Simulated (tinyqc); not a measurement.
## Mobility, diffusion coefficient and lifetime from two collectors

Inverse problem. For an injected sheet in a field F the peak time tp at distance L obeys u^2 tp^2 + 2 D tp = L^2 with u^2 = v^2 + 4 D/tau, and the pulse area goes as exp(L (v - u)/(2 D)); v = mu F. Find u, D, mu and tau without using the Einstein relation.

Parameters, values chosen for the exercise:
```
symbol  value  unit                      meaning
F          37  V/cm  sweep field along the drift
```

distances (um): 59  130
peak times (us): 0.257188636  0.591949595
ratio of the areas, far over near = 0.240686012

Answer. The two peak times give two linear equations for u^2 and D; the area ratio gives v - u, and u^2 - v^2 = 4 D/tau gives tau.

u = 2.118e4 cm/s
D = 9.996 cm^2/s
mu = 464.0 cm^2/(V s)
tau = 2.600e-7 s

Program tinyqc, `OMP_NUM_THREADS=1 python tinyqc.py 2310121 2310122 out.jsonl`; Intel Xeon 2.30GHz, shared host, one thread, about 0.01 s.
